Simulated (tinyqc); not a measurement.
Inputs raised by 10 %, one at a time: vacuum evaporation: vapour pressure, source flux, thickness distribution, purity and step coverage. Computed by tinyqc, a small Python program. Command: `OMP_NUM_THREADS=1 python tinyqc.py 3113689 3113690 out.jsonl evap sens`. One thread of a shared host (Intel(R) Xeon(R) Processor @ 2.30GHz), about 0.02 s of CPU time with the checks.

Molecular flow, unit sticking of the metal, no re-evaporation. The background gas is taken as water vapour (18.015 g/mol, collision diameter 0.37 nm) at 300 K.

Inputs (values chosen for the exercise, modelled on titanium, with constants for the liquid):
```
quantity                         value    unit
molar mass M                     47.87   g/mol
film density rho                  4.51  g/cm^3
vapour-pressure constant A       11.34       -
vapour-pressure constant B       22770       K
source temperature T              1990       K
source area                       0.42    cm^2
directionality n                     4       -
source-to-wafer distance h          47      cm
wafer radius R                      15      cm
source offset from the axis s/h   0.55       -
background pressure p            2e-06      Pa
sticking of background gas         0.9       -
```

Constants: u = 1.6605390666e-27 kg; k_B = 1.380649e-23 J/K; R = 8.314462618 J/(mol K).

Method:
- log10(p_v/Pa) = A - B/T; flux from the surface Phi = p_v/sqrt(2 pi m k_B T), m = M u.
- Mass loss = Phi x area x m; heat of evaporation = ln(10) R B; d ln Phi/dT = ln(10) B/T^2 - 1/(2 T).
- A small source emits (n + 1) Phi area cos^n(phi)/(2 pi) per solid angle; on a parallel plane at height h and lateral distance l the arrival rate is (n + 1) Phi area/(2 pi h^2) x (1 + (l/h)^2)^(-(n + 3)/2). Growth rate = arrival rate x m/rho, m = M u. The wafer is fixed and centred above the source.
- Rotating wafer, source offset by s and facing upwards: thickness at radius r is the mean over the angle a of (1 + (r^2 + s^2 - 2 r s cos a)/h^2)^(-(n + 3)/2), by 360 equal steps; non-uniformity (max - min)/(max + min) over 21 radii from 0 to R.
- Mean free path lambda = k_B T_g/(sqrt2 pi d^2 p); unscattered share exp(-h/lambda); gas arrival p/sqrt(2 pi m_g k_B T_g); impurity ratio = sticking x gas arrival/metal arrival; monolayer time = 1e15 cm^-2/(sticking x gas arrival).

Runs; columns: (1) input moved; (2) from; (3) to; (4) growth rate at the centre (nm/s); (5) share of the material that lands on the wafer, 1 - (1 + (R/h)^2)^(-(n + 1)/2) (%); (6) impurity ratio; (7) non-uniformity, rotating (%):
```
(1)                                (2)      (3)      (4)    (5)     (6)    (7)
base run                             -        -  0.01799  21.53  0.0632  0.721
source area (cm^2)                0.42    0.462  0.01979  21.53  0.0575  0.721
source-to-wafer distance h (cm)     47     51.7  0.01487  18.30  0.0765  0.443
wafer radius R (cm)                 15     16.5  0.01799  25.22  0.0632  1.139
directionality n                     4      4.4  0.01943  23.04  0.0585  0.423
background pressure p (Pa)       2e-06  2.2e-06  0.01799  21.53  0.0695  0.721
vapour-pressure constant B (K)   22770    25047  0.00129  21.53  0.8809  0.721
source offset from the axis s/h   0.55    0.605  0.01799  21.53  0.0632  1.313
```

Exponents ln(y'/y) / ln(x'/x); columns: (1) input; (2) growth rate at the centre; (3) share of the material that lands on the wafer, 1 - (1 + (R/h)^2)^(-(n + 1)/2); (4) impurity ratio; (5) non-uniformity, rotating:
```
(1)                                  (2)     (3)     (4)     (5)
source area                        1.000   0.000  -1.000   0.000
source-to-wafer distance h        -2.000  -1.710   2.000  -5.120
wafer radius R                     0.000   1.656   0.000   4.796
directionality n                   0.807   0.710  -0.807  -5.585
background pressure p              0.000   0.000   1.000   0.000
vapour-pressure constant B       -27.643   0.000  27.643   0.000
source offset from the axis s/h    0.000   0.000   0.000   6.292
```

To which inputs is each result most sensitive?

Among the inputs moved here: growth rate at the centre answers most in size to vapour-pressure constant B (exponent -27.643), next to source-to-wafer distance h (-2.000); its exponent is below 0.0005 for wafer radius R, background pressure p, source offset from the axis s/h. Its exponent -2.000 in source-to-wafer distance h: a point source. share of the material that lands on the wafer, 1 - (1 + (R/h)^2)^(-(n + 1)/2) answers most in size to source-to-wafer distance h (exponent -1.710), next to wafer radius R (+1.656); its exponent is below 0.0005 for source area, background pressure p, vapour-pressure constant B, source offset from the axis s/h. Impurity ratio answers most in size to vapour-pressure constant B (exponent +27.643), next to source-to-wafer distance h (+2.000); its exponent is below 0.0005 for wafer radius R, source offset from the axis s/h. Its exponent +2.000 in source-to-wafer distance h: the metal flux falls as 1/h^2. non-uniformity, rotating answers most in size to source offset from the axis s/h (exponent +6.292), next to directionality n (-5.585); its exponent is below 0.0005 for source area, background pressure p, vapour-pressure constant B.
